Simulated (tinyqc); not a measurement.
Tunnelling through a two-layer gate stack, WKB transmission and Tsu-Esaki current: one step of the calculation.

Electrons leave the emitter at x = 0. Energies E (motion across the layers) are in eV from the emitter Fermi level; the collector Fermi level lies at -V and offers states at every E. No charge in the dielectric and no image force: F1 = V/(t1 + t2 eps1/eps2), F2 = F1 eps1/eps2; U = phi1 - F1 x in layer 1 and phi2 - F1 t1 - F2 (x - t1) in layer 2. With C = hbar^2/(2 m0), kappa = sqrt(m (U - E)/C) where U > E and 0 elsewhere; T(E) = exp(-S), S = 2 times the integral of kappa over x.

Problem. Current density on a coarse energy grid. Each layer adds (2/F) sqrt(m/C) [G(u at its left edge) - G(u at its right edge)] to S, with u = U - E (0 where negative) and G(u) = (2/3) u^1.5. The slope follows from 1/d = -dS/dE.

J = J0 times the integral of T(E) N(E) dE, N = ln[(1 + exp(-E/Vt))/(1 + exp((-E - V)/Vt))], J0 = q^2 me m0 kB T/(2 pi^2 hbar^3) (times 1e-4 for A/cm^2 per eV), by Simpson's rule on nE equally spaced points from Ea to Eb.

Inputs (values chosen for the exercise); layer 1 close to aluminium oxide, layer 2 close to hafnium oxide: temperature T = 300 K; Fermi energy of the emitter above its band bottom Ef = 0.19 eV; emitter mass in the supply function me = 1 m0; barrier of layer 1 above the emitter Fermi level at zero bias phi1 = 2.7 eV; tunnelling mass of layer 1 m1 = 0.4 m0; thickness of layer 1 t1 = 0.9 nm; relative permittivity of layer 1 eps1 = 9.39; barrier of layer 2 at zero bias phi2 = 1.5 eV; tunnelling mass of layer 2 m2 = 0.2 m0; thickness of layer 2 t2 = 1.7 nm; relative permittivity of layer 2 eps2 = 21.9; voltage across the dielectric V = 0.3 V; lower end of the energy grid Ea = -0.19 eV; upper end of the energy grid Eb = 0.27 eV; points of the energy grid nE = 11.

Constants: q = 1.602176634e-19 C, kB = 1.380649e-23 J/K, hbar = 1.054571817e-34 J s, m0 = 9.1093837015e-31 kg, Vt = kB T/q, hbar^2/(2 m0) = 0.0380998212 eV nm^2. Results are converted to the units shown.

Give: E; T(E); N; T(E) N; J0; J.

Solution.

```
point    E (eV)       T(E)          N      T(E) N
0      -0.19000  4.7087e-9     7.3361   3.4543e-8
1      -0.14400  5.9268e-9     5.5716   3.3021e-8
2      -0.09800  7.4833e-9     3.8127   2.8532e-8
3      -0.05200  9.4797e-9     2.1370   2.0258e-8
4      -0.00600  1.2050e-8    0.81590   9.8315e-9
5       0.04000  1.5372e-8    0.19295   2.9661e-9
6       0.08600  1.9685e-8   0.035284  6.9457e-10
7       0.13200  2.5309e-8  0.0060420  1.5292e-10
8       0.17800  3.2676e-8  0.0010221  3.3399e-11
9       0.22400  4.2375e-8  1.7255e-4  7.3120e-12
10      0.27000  5.5214e-8  2.9120e-5  1.6078e-12
```

J0 = 4.1837e8 A/(cm^2 eV)
J = 2.1705 A/cm^2

The integrand peaks at E = -0.190 eV among these points.

Program tinyqc, `OMP_NUM_THREADS=1 python tinyqc.py 2540094 2540095 out.jsonl`; Intel Xeon 2.30GHz, shared host, one thread, about 0.02 s.
